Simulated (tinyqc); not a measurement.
Octagonal on-chip spiral inductor, lumped pi model: one step of the calculation.

Outer diameter do = di + 2 n wd + 2 (n - 1) sp, mean da = (do + di)/2, fill p = (do - di)/(do + di), length l = 3.314 n da. L = 2.25 mu0 n^2 da/(1 + 3.55 p), mu0 = 4 pi 1e-7 H/m. Rs = rho l/(wd delta (1 - exp(-th/delta))), delta = sqrt(rho/(pi f mu0)). Cs = n wd^2 eps0 eo/hu across the coil. At each end Cox = l wd eps0 eo/(2 ho) leads to the substrate branch Rsi = 2 rs he/(l wd) in parallel with Csi = l wd eps0 11.7/(2 he). With one end grounded Y = 1/(Rs + i w L) + i w Cs + 1/[1/(i w Cox) + 1/(1/Rsi + i w Csi)], w = 2 pi f; Q = -Im Y/Re Y. Eddy currents in neighbouring turns and in the substrate are left out.

Task. Admittance, quality factor and apparent inductance. Series branch 1/(Rs + i w L), substrate branch, total Y, Q = -Im Y/Re Y, apparent inductance Im(1/Y)/w, metal-only value w L/Rs, share of the loss in the substrate Re(substrate branch)/Re Y.

Values chosen for this exercise: frequency f = 5.8 GHz.

L = 1.4312421 nH
Rs = 2.6870340 ohm
Cs = 10.071639 fF
Cox = 32.830240 fF
Rsi = 51.728597 ohm
Csi = 20.026446 fF

Wanted: series branch; substrate branch; Y; Q; apparent inductance; w L/Rs; share of the loss in the substrate.

Result.

series branch = 0.985-19.122i mS
substrate branch = 0.0733+1.1891i mS
Y = 1.058-17.566i mS
Q = 16.596
apparent inductance = 1.5565 nH
w L/Rs = 19.411
share of the loss in the substrate = 6.9270 %

Q is 85.5 % of the metal-only value.

Numbers from tinyqc (`OMP_NUM_THREADS=1 python tinyqc.py 2302014 2302015 out.jsonl`; about 0.01 s on one thread of a shared Intel Xeon 2.30GHz).
